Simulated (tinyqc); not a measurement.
Undoped symmetric double-gate MOSFET, analytic potential model: one step of the calculation.

An undoped body of thickness ts between two equal insulators and tied gates; long channel, electrons only, n = ni exp((psi - V)/Vt) with V the quasi-Fermi potential (0 at the source, Vd at the drain), constant mobility, no quantisation. Across the body psi(x) = V - 2 Vt ln[(ts/(2 beta)) sqrt(q ni/(2 eps0 eps_r Vt)) cos(2 beta x/ts)], x from the centre. Q is the electron charge per area of the whole body.

Problem. Constants of the body. ni = sqrt(Nc Nv) exp(-Eg/(2 Vt)), Eg in volts; r = eps_r tox/(eox ts); V0 = dphi + 2 Vt ln[(2/ts) sqrt(2 eps0 eps_r Vt/(q ni))].

Parameters, values chosen for the exercise; material values those of a made-up semiconductor:
- T = 250 K (temperature)
- Eg = 1.01 eV (band gap)
- eps_r = 9.84 (relative permittivity of the semiconductor)
- Nc = 1.92e19 cm^-3 (conduction-band density of states at T)
- Nv = 2.02e19 cm^-3 (valence-band density of states at T)
- eox = 24.9 (relative permittivity of the gate insulator)
- tox = 12 nm (insulator thickness)
- ts = 20 nm (body thickness)
- dphi = 0.06 V (gate work function less that of the intrinsic body)

Constants: q = 1.602176634e-19 C, kB = 1.380649e-23 J/K, Vt = kB T/q, eps0 = 8.8541878128e-14 F/cm where lengths are in cm. Results are converted to the units shown.

Wanted: ni; r; V0.

Solution.

ni = 1.3001e9 cm^-3
r = 0.23711
V0 = 0.46953 V

Computed by the program tinyqc: `OMP_NUM_THREADS=1 python tinyqc.py 2440155 2440156 out.jsonl`, one thread of a shared Intel Xeon 2.30GHz, about 0.03 s for the whole run.
